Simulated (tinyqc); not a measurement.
Mobility against temperature: two scattering mechanisms together, and the Matthiessen rule.

Non-degenerate electrons. 1/tau(x) = x^(1/2)/tA + 1/(tI x^(3/2)), x = E/kT, with tA = ta (T/300)^(-3/2) and tI = ti (T/300)^(3/2) (the screening logarithm is held fixed). <tau> = integral x^(3/2) tau exp(-x) dx/Gamma(5/2); mu = <tau>/(mc m0/e), m0/e = 5.685630e-12 kg/C. Matthiessen: 1/mu = 1/muA + 1/muI with <tau>A = tA Gamma(2)/Gamma(5/2), <tau>I = tI Gamma(4)/Gamma(5/2).

Inputs chosen for the exercise (out of a larger set: masses near those of Si; tau0 is set for a mobility of the usual size at this n, kL is a free input; freeze-out and phonon drag, which matter near 77 K, are left out; not measured data): ta = 230 fs (acoustic tau at E = kT and 300 K); ti = 340 fs (impurity tau at E = kT and 300 K); mc = 0.2519 m0 (conductivity mass).

rH = <tau^2>/<tau>^2. ta and ti are inputs of their own, not tied to tau0.

Mobilities (cm^2/(V s)):
```
T (K)  acoustic  impurity  Matthiessen     exact     rH  Matthiessen/exact
40     2.48e+04       522          511       489  1.775              1.044
60     1.35e+04       958          895       798  1.584              1.122
80     8.77e+03  1.48e+03     1.26e+03  1.04e+03  1.415              1.220
120    4.78e+03  2.71e+03     1.73e+03  1.25e+03  1.206              1.378
160    3.10e+03  4.17e+03     1.78e+03  1.25e+03  1.106              1.424
220    1.92e+03  6.73e+03     1.50e+03  1.09e+03  1.046              1.367
300    1.21e+03  1.07e+04     1.09e+03       863  1.029              1.259
400         785  1.65e+04          749       642  1.038              1.166
550         487  2.66e+04          478       437  1.063              1.093
```

How do the results move, and what explains it?

The exact mobility peaks at 120 K of those listed. The two mechanisms are equal between 120 and 160 K. The rule overestimates everywhere, most at 160 K (by 42 %), since impurities stop the slow electrons and phonons the fast ones. rH runs between 1.029 and 1.775; the pure limits are 1.178 and 1.933, and the mixture dips below both, since the opposite energy slopes of the two rates leave tau nearly constant. Optical and intervalley phonons, left out, lower real mobilities above about 150 K.

tinyqc: `OMP_NUM_THREADS=1 python tinyqc.py 1680197 1680198 out.jsonl`; about 0.01 s, one thread, shared Intel(R) Xeon(R) Processor @ 2.30GHz.
